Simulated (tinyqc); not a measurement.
Inside a calculation. Method: G0W0 on RHF in the sto-3g basis, for BeH2, spin multiplicity 1. One step of it, computed by the program tinyqc.

Task: Iteration 1: building the Fock matrix. J_ij = sum D_kl (ij|kl), K_ij = sum D_kl (ik|jl); F = H + J - 0.5 K; E = tr D H + tr D J / 2 - 0.25 tr D K + E_nn.

D at the start, lower triangle:
```
            1Be 1s    1Be 2s   1Be 2px    1Be 2py   1Be 2pz     2H 1s     3H 1s
1Be 1s    2.154419
1Be 2s   -0.522092  2.041947
1Be 2px   0.000000  0.000000  0.000000
1Be 2py   0.000000  0.000000  0.000000   0.003841
1Be 2pz   0.000000  0.000000  0.000000   0.000000  0.000000
2H 1s    -0.026259  0.131286  0.000000   0.040791  0.000000  0.876357
3H 1s    -0.026259  0.131286  0.000000  -0.040791  0.000000  0.009992  0.876357
```

core Hamiltonian H = T + V (hartree), lower triangle:
```
            1Be 1s     1Be 2s    1Be 2px    1Be 2py    1Be 2pz      2H 1s      3H 1s
1Be 1s   -8.650503
1Be 2s   -2.135560  -2.836118
1Be 2px   0.000000   0.000000  -2.291439
1Be 2py   0.000000   0.000000   0.000000  -2.522147
1Be 2pz   0.000000   0.000000   0.000000   0.000000  -2.291439
2H 1s    -0.564908  -1.277757   0.000000  -1.319411   0.000000  -2.217336
3H 1s    -0.564908  -1.277757   0.000000   1.319411   0.000000  -0.125163  -2.217336
```

Two-electron integrals (ij|kl) in chemists' order, unique and non-zero (hartree):
```
(11|11) 2.298831    (21|11) 0.392036    (21|21) 0.079539    (22|11) 0.570988
(22|21) 0.143041    (22|22) 0.417683    (31|31) 0.014607    (32|31) 0.021888
(32|32) 0.092265    (33|11) 0.569578    (33|21) 0.143083    (33|22) 0.417589
(33|33) 0.449859    (41|41) 0.014607    (42|41) 0.021888    (42|42) 0.092265
(43|43) 0.024249    (44|11) 0.569578    (44|21) 0.143083    (44|22) 0.417589
(44|33) 0.401360    (44|44) 0.449859    (51|51) 0.014607    (52|51) 0.021888
(52|52) 0.092265    (53|53) 0.024249    (54|54) 0.024249    (55|11) 0.569578
(55|21) 0.143083    (55|22) 0.417589    (55|33) 0.401360    (55|44) 0.401360
(55|55) 0.449859    (61|11) 0.101422    (61|21) 0.020558    (61|22) 0.037235
(61|33) 0.036963    (61|41) 0.001846    (61|42) 0.003447    (61|44) 0.037799
(61|55) 0.036963    (61|61) 0.005580    (62|11) 0.223409    (62|21) 0.056665
(62|22) 0.177491    (62|33) 0.171039    (62|41) 0.007455    (62|42) 0.043763
(62|44) 0.190238    (62|55) 0.171039    (62|61) 0.016182    (62|62) 0.107966
(63|31) 0.005484    (63|32) 0.024931    (63|43) 0.007795    (63|63) 0.010595
(64|11) 0.231852    (64|21) 0.059573    (64|22) 0.195835    (64|33) 0.184252
(64|41) 0.012221    (64|42) 0.068492    (64|44) 0.218801    (64|55) 0.184252
(64|61) 0.017876    (64|62) 0.136115    (64|64) 0.178289    (65|51) 0.005484
(65|52) 0.024931    (65|54) 0.007795    (65|65) 0.010595    (66|11) 0.388180
(66|21) 0.100296    (66|22) 0.349982    (66|33) 0.324557    (66|41) 0.016297
(66|42) 0.120419    (66|44) 0.400549    (66|55) 0.324557    (66|61) 0.029566
(66|62) 0.264836    (66|64) 0.355974    (66|66) 0.774606    (71|11) 0.101422
(71|21) 0.020558    (71|22) 0.037235    (71|33) 0.036963    (71|41) -0.001846
(71|42) -0.003447   (71|44) 0.037799    (71|55) 0.036963    (71|61) 0.005084
(71|62) 0.013648    (71|64) 0.013757    (71|66) 0.023754    (71|71) 0.005580
(72|11) 0.223409    (72|21) 0.056665    (72|22) 0.177491    (72|33) 0.171039
(72|41) -0.007455   (72|42) -0.043763   (72|44) 0.190238    (72|55) 0.171039
(72|61) 0.013648    (72|62) 0.058683    (72|64) 0.058404    (72|66) 0.107081
(72|71) 0.016182    (72|72) 0.107966    (73|31) 0.005484    (73|32) 0.024931
(73|43) -0.007795   (73|63) 0.004694    (73|73) 0.010595    (74|11) -0.231852
(74|21) -0.059573   (74|22) -0.195835   (74|33) -0.184252   (74|41) 0.012221
(74|42) 0.068492    (74|44) -0.218801   (74|55) -0.184252   (74|61) -0.013757
(74|62) -0.058404   (74|64) -0.055329   (74|66) -0.104412   (74|71) -0.017876
(74|72) -0.136115   (74|74) 0.178289    (75|51) 0.005484    (75|52) 0.024931
(75|54) -0.007795   (75|65) 0.004694    (75|75) 0.010595    (76|11) 0.021274
(76|21) 0.005257    (76|22) 0.014771    (76|33) 0.014533    (76|44) 0.015239
(76|55) 0.014533    (76|61) 0.001375    (76|62) 0.006444    (76|64) 0.007229
(76|66) 0.013064    (76|71) 0.001375    (76|72) 0.006444    (76|74) -0.007229
(76|76) 0.000532    (77|11) 0.388180    (77|21) 0.100296    (77|22) 0.349982
(77|33) 0.324557    (77|41) -0.016297   (77|42) -0.120419   (77|44) 0.400549
(77|55) 0.324557    (77|61) 0.023754    (77|62) 0.107081    (77|64) 0.104412
(77|66) 0.195806    (77|71) 0.029566    (77|72) 0.264836    (77|74) -0.355974
(77|76) 0.013064    (77|77) 0.774606
```

nuclear repulsion = 3.32939030 hartree

Give: Coulomb J; exchange K; Fock matrix F; total energy of this density.

Result:

Coulomb J (hartree), lower triangle:
```
         1Be 1s  1Be 2s  1Be 2px  1Be 2py  1Be 2pz   2H 1s   3H 1s
1Be 1s   6.5367
1Be 2s   1.2674  2.6702
1Be 2px  0.0000  0.0000   2.6171
1Be 2py  0.0000  0.0000   0.0000   2.7661
1Be 2pz  0.0000  0.0000   0.0000   0.0000   2.6171
2H 1s    0.3298  1.1694   0.0000   1.3101   0.0000  2.4309
3H 1s    0.3298  1.1694   0.0000  -1.3101   0.0000  0.0979  2.4309
```

exchange K (hartree), lower triangle:
```
         1Be 1s  1Be 2s  1Be 2px  1Be 2py  1Be 2pz   2H 1s   3H 1s
1Be 1s   4.7161
1Be 2s   0.8385  1.1600
1Be 2px  0.0000  0.0000   0.2296
1Be 2py  0.0000  0.0000   0.0000   0.5805
1Be 2pz  0.0000  0.0000   0.0000   0.0000   0.2296
2H 1s    0.2418  0.6711   0.0000   0.4439   0.0000  0.9939
3H 1s    0.2418  0.6711   0.0000  -0.4439   0.0000  0.1617  0.9939
```

Fock matrix F (hartree), lower triangle:
```
          1Be 1s   1Be 2s  1Be 2px  1Be 2py  1Be 2pz    2H 1s    3H 1s
1Be 1s   -4.4718
1Be 2s   -1.2874  -0.7459
1Be 2px   0.0000   0.0000   0.2109
1Be 2py   0.0000   0.0000   0.0000  -0.0463
1Be 2pz   0.0000   0.0000   0.0000   0.0000   0.2109
2H 1s    -0.3560  -0.4439   0.0000  -0.2312   0.0000  -0.2834
3H 1s    -0.3560  -0.4439   0.0000   0.2312   0.0000  -0.1081  -0.2834
```

total energy of this density = -15.405186 hartree

This density is the starting one; it is not idempotent, so its energy is not variational and may lie below the converged one.
